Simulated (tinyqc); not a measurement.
Stacked nanosheet transistor, parasitic resistance, capacitance and delay: two steps of the calculation.

Ns sheets share one contact on top; each has perimeter p = 2 (Ws + ts) and cross-section A = Ws ts; contact width Wc = Ws + 10 nm, stack height Hs = Ns pv. Sheet 1 is the top one. Contact length Lc = CPP - Lg - 2 Lsp, shared by two neighbouring gates. Source and drain sides are equal. The formulas are first-order estimates, not field solutions.

Inputs (values chosen for the exercise); values close to those of silicon logic devices: number of sheets Ns = 5; sheet width Ws = 20 nm; sheet thickness ts = 5 nm; contacted gate pitch CPP = 70 nm; gate length Lg = 20 nm; spacer length Lsp = 5 nm; contact resistivity rc = 1.1e-9 ohm cm^2; resistivity of the source-drain epitaxy re = 0.00036 ohm cm; current-carrying depth of the epitaxy te = 25 nm; resistivity of the extension rx = 0.00074 ohm cm; supply voltage Vdd = 0.65 V.

Problem 1. Geometry and resistances. Epitaxy sheet resistance Rsh = re/te, transfer length LT = sqrt(rc/Rsh), contact Rc = [sqrt(rc Rsh)/Wc] coth(Lc/(2 LT)); extension of one sheet Rx = rx Lsp/A. Effective width N p; for equal currents and rv = 0 one side has Rc + Rx/N.

Wanted: Lc; effective width; Rsh; LT; Rc; Rx; one side times effective width.

Solution 1.

Lc = 40.000 nm
effective width = 250.00 nm
Rsh = 144.00 ohm
LT = 27.639 nm
Rc = 214.27 ohm
Rx = 370.00 ohm
one side times effective width = 72.067 ohm um

Problem 2. Effective current, delay and energy. Ieff = (IH + IL)/2, delay CL Vdd/(2 Ieff), energy CL Vdd^2, with CL the load of an inverter that drives an equal one.

IH = I(Vdd, Vdd/2) = 263.96772 uA
IL = I(Vdd/2, Vdd), solved likewise = 124.25348 uA
CL = 645.11180 aF

Wanted: Ieff; delay; energy.

Solution 2.

Ieff = 194.1 uA
delay = 1.080 ps
energy = 272.6 aJ

tinyqc, about 0.07 s, one thread, Intel Xeon 2.30GHz (shared host): `OMP_NUM_THREADS=1 python tinyqc.py 2170040 2170041 out.jsonl`
